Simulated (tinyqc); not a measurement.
# Mobility of a non-polar semiconductor in the relaxation-time approximation, step by step

A worked calculation. Computed by tinyqc, a small Python program that keeps every step. Command: `OMP_NUM_THREADS=1 python tinyqc.py 3019927 3019928 out.jsonl rta walk`. One thread of a shared host (Intel(R) Xeon(R) Processor @ 2.30GHz), about 0.01 s of CPU time with the checks. Intermediate numbers are printed to about 5 digits and carried at full precision; extremes and crossings named in words are read from the listed rows.

Each valley is treated as a sphere of mass m_d for states and rates, with one isotropic relaxation time; the conductivity mass m_c sets the current.

Inputs (values chosen for the exercise, modelled on electrons in diamond):
```
quantity                                            value       unit
longitudinal mass m_l                                 1.5        m_0
transverse mass m_t                                  0.28        m_0
equivalent valleys Z                                    6          -
non-parabolicity alpha                               0.19       1/eV
static permittivity eps_s                             5.7          -
density rho                                          3515     kg/m^3
sound velocity v_l                                  18400        m/s
acoustic deformation potential D_A                      9         eV
phonon energy hbar w                                  143        meV
optical or intervalley deformation potential D_o      7.2  1e8 eV/cm
final valleys Z_f                                       5          -
carrier density n                                 2.7e+17     1/cm^3
compensation ratio C                                    0          -
temperature T                                         400          K
alloy fraction x                                     0.11          -
alloy potential U                                    0.55         eV
lattice constant a                                   3.57   angstrom
```

Band: Kane. Impurity formula: Conwell-Weisskopf. Further scattering: alloy.

Constants: k_B = 8.617333262e-05 eV/K; m_0 = 9.1093837015e-31 kg; e = 1.602176634e-19 C; hbar = 1.054571817e-34 J s; eps_0 = 8.8541878128e-12 F/m; k_B = 1.380649e-23 J/K; hbar = 6.582119569e-16 eV s.

## Masses

m_d = (m_l m_t^2)^(1/3); 1/m_c = (1/m_l + 2/m_t)/3; Hall mass factor A = 3 K_m (K_m + 2)/(2 K_m + 1)^2, K_m = m_l/m_t; N_I = n (1 + C)/(1 - C).

density-of-states mass m_d = 0.48993 m_0

conductivity mass m_c = 0.38415 m_0

Hall mass factor A = 0.86165

ionised impurity density N_I = 2.70e+17 1/cm^3

## Fermi level and screening

Kane band: hbar^2 k^2/(2 m) = E (1 + alpha E), speed v = hbar k/(m (1 + 2 alpha E)), states per spin, volume and energy g(E) = m k (1 + 2 alpha E)/(2 pi^2 hbar^2); overlap factors are set to 1. Here m = m_d. Masses are multiplied by m_0 and all formulas are in SI units. The reduced Fermi level eta = E_F/(k_B T) solves n = 2 Z int g f dE with f = 1/(1 + exp(x - eta)) (Z = 1 unless valleys are given); screening length L_s = sqrt(eps_s eps_0 k_B T/(e^2 dn/deta)), dn/deta = 2 Z int g f (1 - f) dE. Integrals over x = E/(k_B T) use 160 Gauss-Legendre points in u = sqrt(x) from 0 to sqrt(max(eta, 0) + 32).

reduced Fermi level eta = -5.7083

screening length L_s = 6.3452 nm

The gas is non-degenerate (eta < -2), and L_s is close to the Debye length.

## Rates at a few energies

Phonon occupation N_q = 1/(exp(hbar w/(k_B T)) - 1). Acoustic deformation potential (elastic, equipartition, absorption and emission together): 1/tau = 2 pi k_B T D_A^2 g(E)/(hbar rho v_l^2). Optical or intervalley deformation potential: 1/tau = (pi Z_f D_o^2/(rho w)) [N_q g(E + hbar w) + (N_q + 1) g(E - hbar w)], with g = 0 below the band edge. Each optical term is multiplied by (1 - f(E'))/(1 - f(E)), E' the final energy, for Pauli blocking. Singly charged impurities, momentum relaxation: 1/tau = N_I e^4 m (1 + 2 alpha E) Phi/(8 pi (eps_s eps_0)^2 hbar^3 k^3), with alpha = 0 for a parabolic band. Conwell-Weisskopf: Phi = ln(1 + y^2), y = 4 pi eps_s eps_0 E N_I^(-1/3)/e^2 (largest impact parameter N_I^(-1/3)/2). Alloy disorder: 1/tau = (2 pi/hbar) Omega x (1 - x) U^2 g(E), Omega = a^3/4 (other conventions for Omega rescale U).

Rates (1e12/s) at E = (max(eta, 0) + 0.5, 1, 2, 4) k_B T:
```
E (meV)  acoustic  optical  ionised impurity   alloy
17.23      0.5547  0.13825            7.6011  0.4971
34.47      0.7909  0.14651            6.1007  0.7088
68.94      1.1367  0.16246            3.7428  1.0186
137.88     1.6591  0.19269            1.9414  1.4868
```

## Mobility for each process alone

mu = (m_d/m_c) (2 Z e/(3 n k_B T)) int g v^2 tau f (1 - f) dE. Averages over x are split at the emission threshold x_0 = hbar w/(k_B T): 64 Gauss-Legendre points in sqrt(x) below it and 128 in sqrt(x - x_0) above it, up to x = max(eta, 0) + 32.

acoustic mobility = 4155.9 cm^2/(V s)

optical mobility = 23917 cm^2/(V s)

ionised impurity mobility = 1505.1 cm^2/(V s)

alloy mobility = 4637.5 cm^2/(V s)

## All processes together

Rates are added at each energy before the average. With <y> = int g v^2 y f (1 - f) dE: Hall factor r_H = A (3 n k_B T/(2 Z m_d)) <tau^2/(1 + 2 alpha E)>/<tau>^2 (alpha = 0 for a parabolic band); Hall mobility r_H mu; |S| = (k_B/e) (<x tau>/<tau> - eta); resistivity 1/(n e mu).

drift mobility mu = 674.99 cm^2/(V s)

Hall factor r_H = 0.89338

Hall mobility = 603.02 cm^2/(V s)

Seebeck coefficient |S| = 704.81 microvolt/K

resistivity = 0.034248 ohm cm

Taking r_H = 1 in a Hall measurement would give a density 1.12 times the true one. Caution: diamond forms no such random alloy, so the alloy term is a formal exercise. Caution: n is taken as given; at low temperature (in diamond even at 300 K) real dopants can freeze out, which changes n and N_I.

## Matthiessen's rule against the full average

Matthiessen's rule adds 1/mu of the separate processes.

Separate mobilities:
```
process           mu (cm^2/(V s))  share of the sum of 1/mu (%)
acoustic                     4156                        20.699
optical                     23917                         3.597
ionised impurity             1505                        57.154
alloy                        4637                        18.550
```

mobility by Matthiessen's rule = 860.24 cm^2/(V s)

excess of Matthiessen's rule over the full mu = 27.446 %

The rule gives 860.2 against the full 675.0, 27.4 % too high; it can only overestimate, since each separate average is carried by the energies where that process is weak. The largest shares are ionised impurity (57 %) and acoustic (21 %).

Checks made by the program: the sum rule (2 Z/(3 k_B T)) int g v^2 (1 + 2 alpha E) f (1 - f) dE = n/m_d (relative difference below 1e-10).
